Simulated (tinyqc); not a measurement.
# Octagonal on-chip spiral inductor, lumped pi model, step by step

Numbers from tinyqc (`OMP_NUM_THREADS=1 python tinyqc.py 2302204 2302205 out.jsonl`; about 0.01 s on one thread of a shared Intel Xeon 2.30GHz). Printed values are rounded.

Outer diameter do = di + 2 n wd + 2 (n - 1) sp, mean da = (do + di)/2, fill p = (do - di)/(do + di), length l = 3.314 n da. L = 2.25 mu0 n^2 da/(1 + 3.55 p), mu0 = 4 pi 1e-7 H/m. Rs = rho l/(wd delta (1 - exp(-th/delta))), delta = sqrt(rho/(pi f mu0)). Cs = n wd^2 eps0 eo/hu across the coil. At each end Cox = l wd eps0 eo/(2 ho) leads to the substrate branch Rsi = 2 rs he/(l wd) in parallel with Csi = l wd eps0 11.7/(2 he). With one end grounded Y = 1/(Rs + i w L) + i w Cs + 1/[1/(i w Cox) + 1/(1/Rsi + i w Csi)], w = 2 pi f; Q = -Im Y/Re Y. Eddy currents in neighbouring turns and in the substrate are left out.

Values chosen for this exercise; values of the order met in silicon radio-frequency processes: number of turns n = 5.5; line width wd = 20 um; space between turns sp = 2 um; inner diameter di = 140 um; metal thickness th = 4 um; metal resistivity rho = 1.9 uohm cm; oxide below the coil ho = 3.5 um; oxide between coil and underpass hu = 1 um; relative permittivity of the oxide eo = 3; substrate resistivity rs = 20 ohm cm; effective spreading depth in the substrate he = 30 um; frequency f = 2.7 GHz.

Constants: eps0 = 8.8541878128e-12 F/m. Results are converted to the units shown.

## Geometry and model elements

do, l, L, delta, Rs, Cs, Cox, Rsi and Csi as defined.

do = 378 um
l = 4720.79 um
L = 8.41944 nH
delta = 1.33510 um
Rs = 3.53585 ohm
Cs = 58.4376 fF
Cox = 358.275 fF
Rsi = 127.097 ohm
Csi = 163.015 fF

Rs is 3.15 times the direct-current value in this empirical form, which overstates the skin effect of a flat slab when delta is near th and so stands in for some current crowding.

## Admittance, quality factor and apparent inductance

Series branch 1/(Rs + i w L), substrate branch, total Y, Q = -Im Y/Re Y, apparent inductance Im(1/Y)/w, metal-only value w L/Rs, share of the loss in the substrate Re(substrate branch)/Re Y.

series branch = 0.17321-6.99692i mS
substrate branch = 2.07447+3.74632i mS
Y = 2.24768-2.25923i mS
Q = 1.00514
apparent inductance = 13.1125 nH
w L/Rs = 40.3956
share of the loss in the substrate = 92.2938 %

Q is 2.49 % of the metal-only value.
